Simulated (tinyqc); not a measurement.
Tight binding, dimerised chain, step by step. One step of it, computed by the program tinyqc.

Task: Open chain of 5 cells. The same hoppings without the wrap-around bond.

H of the open chain (eV), lower triangle:
```
            1          2          3          4          5          6          7          8
1    0.620000
2   -1.650000  -0.620000
3    0.000000  -2.410000   0.620000
4    0.000000   0.000000  -1.650000  -0.620000
5    0.000000   0.000000   0.000000  -2.410000   0.620000
6    0.000000   0.000000   0.000000   0.000000  -1.650000  -0.620000
7    0.000000   0.000000   0.000000   0.000000   0.000000  -2.410000   0.620000
8    0.000000   0.000000   0.000000   0.000000   0.000000   0.000000  -1.650000  -0.620000
9    0.000000   0.000000   0.000000   0.000000   0.000000   0.000000   0.000000  -2.410000
10   0.000000   0.000000   0.000000   0.000000   0.000000   0.000000   0.000000   0.000000

            9         10
9    0.620000
10  -1.650000  -0.620000
```

Give: levels; weights of the highest filled level on the sites.

Result:

levels (eV): -3.945  -3.472  -2.733  -1.804  -0.653  0.653  1.804  2.733  3.472  3.945

weights of the highest filled level on the sites: 0.014  0.009  0.007  0.039  0.003  0.109  0.001  0.256  0.000  0.563

The bulk gap runs from -0.9808 to 0.9808 eV; 2 level(s) of this chain lie inside it: end states, which need the weaker bond inside the cell and a chain longer than their decay length.
